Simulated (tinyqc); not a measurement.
Gain factor and gap resistance from two string resistances.

Problem. At small bit-line voltage each of the 96 cells has the resistance 1/(K x) at overdrive x (no mobility reduction) in series with a gap resistance Rg. Find K, Rg and the share of the gaps at the higher overdrive.

resistance of a string of 96 equal cells at overdrives of 4.5 and 8.5 V (kohm): 4882.5628  3578.7685

Answer. The resistance per cell is a straight line in 1/x with slope 1/K and intercept Rg.

K = 7.700 uA/V^2
Rg = 22.00 kohm
share of the gaps = 59.01 %

tinyqc, about 0.4 s, one thread, Intel Xeon 2.30GHz (shared host): `OMP_NUM_THREADS=1 python tinyqc.py 2142233 2142234 out.jsonl`
